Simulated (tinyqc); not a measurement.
## Field emission through a triangular barrier, exact transmission by Airy functions: exact and WKB transmission against energy

The left lead has its band edge at 0; for x > 0 the edge falls without end, U(x) = U0 - F x, with mass m1. No transverse momentum; C = hbar^2/(2 m0); psi and psi'/m are continuous at x = 0. The outgoing solution is Bi(z) + i Ai(z).

Energy scale e = (C F^2/m1)^(1/3), z(x) = (U(x) - E)/e, s = (dz/dx)/m1 = -F/(e m1); v = k/m in a lead. With the Airy functions at z = z(0): g = s (Bi' + i Ai')/(Bi + i Ai), r = (i vL - g)/(i vL + g), T(E) = 1 - |r|^2 = 4 vL Im(g)/|i vL + g|^2, vL = sqrt(mL E/C)/mL. WKB: exp(-S), S = (4/(3 F)) sqrt(m1/C) [max(U0 - E, 0)^1.5]. For large z the ratio tends to c = 4 g0/(1 + g0^2), g0 = K/(m1 vL), K = sqrt(m1 (U0 - E)/C).

Values chosen for this exercise; masses and offsets close to those of InGaAs wells and InP barriers: mass in the left lead mL = 0.042 m0; barrier edge at x = 0 U0 = 0.24 eV; mass in the barrier m1 = 0.078 m0; field in the barrier F = 0.0026 V/nm.

Constants: q = 1.602176634e-19 C, hbar = 1.054571817e-34 J s, m0 = 9.1093837015e-31 kg, hbar^2/(2 m0) = 0.0380998212 eV nm^2. Results are converted to the units shown.

Result of one run:
```
E (eV)   z(0)  T(E), exact    exp(-S)  ratio      c
0.066   11.68    1.466e-23  7.428e-24  1.974  1.970
```

What becomes of these results when the electron energy E is changed from 0.066 to 0.174 eV, all else the same?

Result of the changed run:
```
E (eV)   z(0)  T(E), exact   exp(-S)  ratio      c
0.174   4.432     5.845e-6  3.952e-6  1.479  1.501
```

The whole series:
```
E (eV)    z(0)  T(E), exact    exp(-S)   ratio       c
0.012    15.31    2.321e-35  2.029e-35   1.144   1.139
0.039    13.50    3.403e-29  1.921e-29   1.771   1.765
0.066    11.68    1.466e-23  7.428e-24   1.974   1.970
0.093    9.872    2.186e-18  1.096e-18   1.995   1.994
0.12     8.059    1.079e-13  5.666e-14   1.905   1.908
0.147    6.245     1.588e-9  9.168e-10   1.732   1.741
0.174    4.432     5.845e-6   3.952e-6   1.479   1.501
0.201    2.619     0.003902   0.003513   1.111   1.171
0.228   0.8059       0.1890     0.3812  0.4957  0.6548
```

The exact T(E) rises from 2.32e-35 to 0.189, and the ratio to WKB goes from 1.14 through a maximum of 1.99 (at E = 0.093 eV among the rows listed) to 0.496. At the largest z (15.3) the ratio is 0.42 % above c, at the smallest (0.806) 24 % below it.

Program tinyqc, `OMP_NUM_THREADS=1 python tinyqc.py 2580109 2580110 out.jsonl`; Intel Xeon 2.30GHz, shared host, one thread, about 0.01 s.
